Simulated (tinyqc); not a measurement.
Thermal, flicker and telegraph noise of a field-effect transistor: one step, computed by the program tinyqc.

Strong inversion, threshold roll-off and channel-length modulation left out; noise sources are uncorrelated and are given as one-sided spectral densities.

Task: How many traps? Active traps per decade of time constant: N_dec = N_t k_B T W L lambda ln(10); a single trap at the interface shifts the threshold by e/(W L C_ox) and the current by g_m times that; tunnelling depth for frequency f, z = lambda ln(1/(2 pi f tau_0)), tau_0 = 1e-10 s.

Inputs (values chosen for the exercise, modelled on a silicon n-channel):
```
quantity                  value         unit
width W                     1.5   micrometre
length L                    180           nm
oxide trap density N_t  2.3e+18  1/(eV cm^3)
frequency f                 300           Hz
temperature T               200            K
```

Operating region: saturation. Flicker model: Hooge.

tunnelling length lambda = 1.067403 angstrom

C_ox = 1.569606 microfarad/cm^2

g_m = 716.2102 microsiemens

drain current I = 102.0637 microampere

Constants: k_B = 8.617333262e-05 eV/K; e = 1.602176634e-19 C.

Give: traps per decade; threshold step of one trap; current step of one trap; depth probed at f.

Result:

traps per decade = 2.631

threshold step of one trap = 0.03781 mV

current step of one trap = 0.02653 %

depth probed at f = 1.653 nm
